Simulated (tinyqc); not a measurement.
Fermi-level pinning at a metal contact (Cowley-Sze model): one step of the calculation.

Interface states of density Ds lie behind a thin layer of thickness dl. Neglecting the depletion charge, the barrier for electrons is phi = S (pM - chi) + (1 - S) E0 with S = 1/(1 + q Ds dl/(eps0 ei)); the barrier for holes is Eg - phi.

Task. Barrier. Also the charge in the states, Ds (phi - E0), and the drop across the layer, pM - chi - phi.

Parameters, values chosen for the exercise; material values close to those of silicon: band gap Eg = 1.14 eV; electron affinity chi = 4 eV; density of interface states Ds = 2.2e14 cm^-2 eV^-1; depth of their neutrality level below the conduction edge E0 = 0.83 eV; thickness of the interface layer dl = 0.46 nm; its relative permittivity ei = 1.4; metal work function pM = 5.01 eV.

Constants: q = 1.602176634e-19 C, eps0 = 8.8541878128e-14 F/cm where lengths are in cm. Results are converted to the units shown.

Give: S; phi; barrier for holes; charge in the states; drop across the layer.

Result.

S = 0.071022
phi = 0.84278 eV
barrier for holes = 0.29722 eV
charge in the states = 2.8125e12 cm^-2
drop across the layer = 0.16722 V

Computed by the program tinyqc: `OMP_NUM_THREADS=1 python tinyqc.py 2430123 2430124 out.jsonl`, one thread of a shared Intel Xeon 2.30GHz, about 0.01 s for the whole run.
